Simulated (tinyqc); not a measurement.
From results back to parameters: configuration-coordinate model of carrier capture at a defect. Three cases, with inputs chosen for the exercise.

Problem. For two parabolas of equal curvature the ionisation peak lies at ET + ER, the emission barrier is (ER + ET)^2/(4 ER), and the standard deviation of the band at T = 0 is sqrt(ER hw). The values come from hidden ET, ER and hw.

Case 1.

ionisation peak = 0.9100 eV
emission barrier = 0.279764 eV
standard deviation at T = 0 = 0.101784 eV

Case 2.

ionisation peak = 0.5600 eV
emission barrier = 0.301538 eV
standard deviation at T = 0 = 0.086833 eV

Case 3.

ionisation peak = 0.8500 eV
emission barrier = 0.240833 eV
standard deviation at T = 0 = 0.090830 eV

Find: ET, ER, hw; capture barrier.

Solution. ER is the squared peak energy over four times the emission barrier; ET is the rest, hw = variance/ER, and the capture barrier is the emission barrier less ET.

Case 1.

ET, ER, hw (eV): 0.170  0.740  0.014

capture barrier = 0.110 eV

Case 2.

ET, ER, hw (eV): 0.300  0.260  0.029

capture barrier = 0.002 eV

Case 3.

ET, ER, hw (eV): 0.100  0.750  0.011

capture barrier = 0.141 eV

Computed by tinyqc, one run a case: `OMP_NUM_THREADS=1 python tinyqc.py N N+1 out.jsonl` with N = 1452349, 1452372, 1452390; one thread of a shared Intel(R) Xeon(R) Processor @ 2.30GHz, about 0.01 s a run at most.
